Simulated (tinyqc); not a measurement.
# Inputs raised by 10 %, one at a time

Model: chemical vapour deposition: Grove model, boundary layer, depletion and step coverage. Computed by tinyqc, a small Python program. Command: `OMP_NUM_THREADS=1 python tinyqc.py 3003420 3003421 out.jsonl cvd sens`. One thread of a shared host (Intel(R) Xeon(R) Processor @ 2.30GHz), about 0.01 s of CPU time with the checks.

A precursor diffuses to the surface and reacts there at first order; each molecule that reacts adds one formula unit of film.

Inputs (values chosen for the exercise, close to those used for silicon nitride (counted as SiN4/3)):

| quantity | value | unit |
|---|---|---|
| prefactor k0 of k_s | 3.6e+07 | cm/s |
| activation energy E | 1.75 | eV |
| temperature T | 770 | C |
| total pressure p | 1.3 | torr |
| mole fraction of the precursor Y | 0.4 | - |
| gas diffusivity D0 at 273.15 K and 760 torr | 0.58 | cm^2/s |
| film density N | 4e+22 | formula units/cm^3 |
| precursor mass M | 101 | u |
| trench width w | 0.53 | um |
| aspect ratio of the trench | 100 | - |
| wafer radius R | 10 | cm |
| wafer spacing s | 0.64 | cm |

Reactor: wafer stack, low pressure.

Constants: k_B = 1.380649e-23 J/K; u = 1.6605390666e-27 kg; k_B = 8.617333262e-05 eV/K.

Method:
- k_s = k0 exp(-E/(k_B T)); C_g = Y p/(k_B T), 1 torr = 133.322 Pa; D = D0 (T/273.15)^1.75 (760/p).
- Temperatures in kelvin are T(C) + 273.15.
- Mean speed c = sqrt(8 k_B T/(pi M)); reactive sticking probability beta = 4 k_s/c.
- Between two wafers the gas diffuses inward and reacts on both faces: (D/r) d/dr (r dC/dr) = 2 k_s C/s, so C(r)/C_g = I0(phi r/R)/I0(phi) with phi^2 = 2 k_s R^2/(s D); G(r) = k_s C(r)/N, 1 cm/s = 6e8 nm/min; the mean over the wafer is eta = 2 I1(phi)/(phi I0(phi)).
- In a long trench of width w and depth l = aspect ratio x w: Knudsen diffusivity D_K = (2w) c/3 (hydraulic diameter 2w), combined as 1/D_e = 1/D_K + 1/D; D_e d2C/dz2 = 2 k_s C/w with D_e dC/dz = -k_s C at the floor. With m = sqrt(2 k_s/(w D_e)): C(floor)/C(top) = 1/[cosh(m l) + (k_s/(D_e m)) sinh(m l)].

Runs:

| input moved | from | to | rate at the centre over rate at the edge | step coverage | modulus m l | Thiele modulus phi |
|---|---|---|---|---|---|---|
| base run | - | - | 0.9972 | 0.9604 | 0.2848 | 0.1056 |
| prefactor k0 of k_s (cm/s) | 36000000 | 39600000 | 0.9969 | 0.9566 | 0.2987 | 0.1108 |
| activation energy E (eV) | 1.75 | 1.925 | 0.9996 | 0.9942 | 0.1076 | 0.0399 |
| total pressure p (torr) | 1.3 | 1.43 | 0.9969 | 0.9604 | 0.2848 | 0.1108 |
| mole fraction of the precursor Y | 0.4 | 0.44 | 0.9972 | 0.9604 | 0.2848 | 0.1056 |
| gas diffusivity D0 at 273.15 K and 760 torr (cm^2/s) | 0.58 | 0.638 | 0.9975 | 0.9604 | 0.2847 | 0.1007 |
| aspect ratio of the trench | 100 | 110 | 0.9972 | 0.9525 | 0.3132 | 0.1056 |
| trench width w (um) | 0.53 | 0.583 | 0.9972 | 0.9604 | 0.2848 | 0.1056 |

Exponents ln(y'/y) / ln(x'/x):

| input | rate at the centre over rate at the edge | step coverage | modulus m l | Thiele modulus phi |
|---|---|---|---|---|
| prefactor k0 of k_s | -0.003 | -0.042 | 0.500 | 0.500 |
| activation energy E | 0.025 | 0.363 | -10.213 | -10.213 |
| total pressure p | -0.003 | 0.000 | 0.000 | 0.500 |
| mole fraction of the precursor Y | 0.000 | 0.000 | 0.000 | 0.000 |
| gas diffusivity D0 at 273.15 K and 760 torr | 0.003 | 0.000 | 0.000 | -0.500 |
| aspect ratio of the trench | 0.000 | -0.087 | 1.000 | 0.000 |
| trench width w | 0.000 | 0.000 | 0.000 | 0.000 |

Among the inputs moved here: rate at the centre over rate at the edge answers most in size to activation energy E (exponent +0.025); its exponent is below 0.0005 for mole fraction of the precursor Y, aspect ratio of the trench, trench width w. Step coverage answers most in size to activation energy E (exponent +0.363), next to aspect ratio of the trench (-0.087); its exponent is below 0.0005 for total pressure p, mole fraction of the precursor Y, gas diffusivity D0 at 273.15 K and 760 torr, trench width w. Modulus m l answers most in size to activation energy E (exponent -10.213), next to aspect ratio of the trench (+1.000); its exponent is below 0.0005 for total pressure p, mole fraction of the precursor Y, gas diffusivity D0 at 273.15 K and 760 torr, trench width w. Its exponent +1.000 in aspect ratio of the trench: the modulus is proportional to depth. Its exponent 0.000 in trench width w: Knudsen transport has no length scale but w. Thiele modulus phi answers most in size to activation energy E (exponent -10.213), next to prefactor k0 of k_s (+0.500); its exponent is below 0.0005 for mole fraction of the precursor Y, aspect ratio of the trench, trench width w. Its exponent +0.500 in total pressure p: D scales as 1/p.

Caution (all rows): the mean free path 3D/c is comparable with or larger than the wafer spacing, where wall collisions cap D near (2s) c/3 and the lag is larger than computed. Caution (all rows): the hydraulic-diameter form of D_K is rough for a slit.
